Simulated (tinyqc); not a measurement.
Changing the time step dt: finite-difference solution of the diffusion equation on a small grid. Computed by tinyqc, a small Python program. Command: `OMP_NUM_THREADS=1 python tinyqc.py 3024258 3024259 out.jsonl fdiff sweep`. One thread of a shared host (Intel(R) Xeon(R) Processor @ 2.30GHz), about 0.02 s of CPU time with the checks.

dC/dt = D d2C/dx2 on nodes x_j = j dx, j = 0..9; the far end is sealed.

Inputs (values chosen for the exercise): diffusivity D = 2.4 nm^2/s; grid spacing dx = 25 nm; final time t_f = 784 s; loss velocity h = 0.01 nm/s.

Boundary at x = 0: surface loss. Scheme: explicit.

start values C_j, j = 0, 1, ... (% of a reference): [4.15, 11.3, 72.4, 100, 57.8, 7.75, 5.11, 0, 0, 0]

Method:
- The operator M acts as (M C)_j = C_(j-1) - 2 C_j + C_(j+1); at the sealed far end a mirror node gives 2 C_(N-2) - 2 C_(N-1); at j = 0, the outward flux h C_0 gives 2 C_1 - (2 + 2 h dx/D) C_0.
- r = D dt/dx^2.
- With r = D dt/dx^2: (1 - theta r M) C(new) = (1 + (1 - theta) r M) C(old); theta = 0 explicit, 1 implicit, 1/2 Crank-Nicolson.
- The run takes n = round(t_f/dt) steps of length t_f/n.
- The dose is the trapezoidal sum of C dx; the error is the largest difference from exp(M D t/dx^2) C(0), the exact time evolution on the same grid.

One run for each value:
```
time step dt (s)  largest error at t_f (%)  mesh ratio r  final C_5 (%)  final dose (% nm)
3.0625                               0.041       0.01176          28.83               6205
6.1250                               0.082       0.02352          28.83               6205
12.2500                              0.164       0.04704          28.84               6205
24.5000                              0.326       0.09408          28.84               6205
49.0000                              0.642       0.18816          28.85               6205
98.0000                              1.249       0.37632          28.79               6205
```

Over the rows, largest error at t_f (%) rises from 0.0412 to 1.25 (exponent d ln y / d ln x about 0.98 throughout). The exponent of largest error at t_f stays between 0.96 and 1.00, near 1: first order in the step.

Extremes, crossings and ranges named in words are read from the listed rows.
